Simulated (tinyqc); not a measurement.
Inside a calculation: stepped quantum well by finite differences. Values are carried at full precision from step to step, so a last printed digit may differ when a step is redone from the rounded ones.

Finite differences on points z_i at the centres of cells of width h: H_ii = (c/h^2)(1/m_(i-1/2) + 1/m_(i+1/2)) + V_i, H_(i,i+1) = -(c/h^2)/m_(i+1/2), where m_(i+1/2) is the mean of the masses at the two points (the end values are repeated outwards), psi = 0 on the points beyond both ends, c = hbar^2/2m0. The field adds e F (z - z0) with z0 the middle of the structure; 1 kV/cm = 1e-5 eV/angstrom.

Constants: hbar^2/2m0 = 3.80998211 eV angstrom^2.

Values chosen for the exercise (near those of a strained Si well in SiGe; the results hold for these values, not for the real material):
```
symbol  value                                                                         unit      meaning
layers  ((24, 0.186, 0.954), (12, 0, 0.904), (24, 0.082, 0.926), (24, 0.186, 0.954))            each layer: thickness in angstrom, band edge in eV, mass in m0
F       0                                                                             kV/cm     field along z
h       6                                                                             angstrom  cell width of the coarse grid
hf      0.375                                                                         angstrom  cell width of the fine grid
```

## The coarse grid

List the points, the potential with the field, and the masses.

Grid:
```
i   z (angstrom)  V (eV)  m (m0)
1            3.0  0.1860  0.9540
2            9.0  0.1860  0.9540
3           15.0  0.1860  0.9540
4           21.0  0.1860  0.9540
5           27.0  0.0000  0.9040
6           33.0  0.0000  0.9040
7           39.0  0.0820  0.9260
8           45.0  0.0820  0.9260
9           51.0  0.0820  0.9260
10          57.0  0.0820  0.9260
11          63.0  0.1860  0.9540
12          69.0  0.1860  0.9540
13          75.0  0.1860  0.9540
14          81.0  0.1860  0.9540
```

## The tridiagonal Hamiltonian

Form the diagonal and the neighbouring elements; V in the grid already includes the field.

diagonal H_ii (eV): [0.4079, 0.4079, 0.4079, 0.4109, 0.2310, 0.2327, 0.3120, 0.3106, 0.3106, 0.3089, 0.4095, 0.4079, 0.4079, 0.4079]

H_(i,i+1) (eV): [-0.1109, -0.1109, -0.1109, -0.1139, -0.1171, -0.1157, -0.1143, -0.1143, -0.1143, -0.1126, -0.1109, -0.1109, -0.1109]

## Lowest levels on the coarse grid

Diagonalise the symmetric tridiagonal matrix; give the three lowest levels and the weights u_i^2 (sum 1) of the two lowest.

levels (eV): [0.0570, 0.1216, 0.1880]

weights on the points:
```
             1      2      3      4      5      6      7      8      9     10     11     12
level 1  0.000  0.001  0.005  0.041  0.310  0.399  0.157  0.059  0.021  0.006  0.001  0.000
level 2  0.000  0.001  0.005  0.023  0.101  0.022  0.032  0.201  0.316  0.231  0.053  0.012

            13     14
level 1  0.000  0.000
level 2  0.002  0.000
```

## Halving the cell width

The same with h, h/2, ..., h/32. The end points move with h, since psi vanishes half a cell beyond the structure. Richardson value (4 E(h/32) - E(h/16))/3.

Convergence:
```
cell (angstrom)  points  E1 (eV)  E2 (eV)  E1 - finest (meV)
6.0000               14  0.05699  0.12160             -5.385
3.0000               28  0.06099  0.12482             -1.378
1.5000               56  0.06203  0.12569             -0.343
0.7500              112  0.06229  0.12591             -0.082
0.3750              224  0.06235  0.12597             -0.017
0.1875              448  0.06237  0.12598              0.000
```

Richardson values of E1, E2 (eV): [0.06238, 0.12599]

The coarse grid is 5.4 meV too low in E1. The last differences between rows shrink by a factor 4.0 (4 for a pure h^2 error, 2 for one linear in h).

## Positions and dipoles on the fine grid

With h sum psi^2 = 1: <z - z0> of three levels, |z_12| and |z_13|, the mass m1 from 1/m1 = <1|1/m|1>, and f_1j = (m1/c)(E_j - E_1) z_1j^2.

levels (eV): [0.0624, 0.1260, 0.1966]

<z - z0> (angstrom): [-8.5, 5.6, 1.9]

|z_12|, |z_13| (angstrom): [6.51, 2.74]

m1 = 0.9139 m0

f_12, f_13: [0.646, 0.242]

Parity is broken, so the 1-3 transition is allowed, with 0.37 times the strength of 1-2. E2 - E1 = 63.6 meV, a wavelength of 19.5 micrometre (hc = 1239.841984 eV nm). Level 3 lies above the lowest point of the outer barriers, so it is a resonance or a state of the finite grid, and values that rest on it depend on the ends of the grid.

## Checks

- E1 at zero field on the grid h/32 against transfer matrices between the same hard ends, eV: both 0.0624.

Program tinyqc; command `OMP_NUM_THREADS=1 python tinyqc.py 1281582 1281583 out.jsonl`; about 0.01 s on one thread of a shared Intel(R) Xeon(R) Processor @ 2.30GHz.
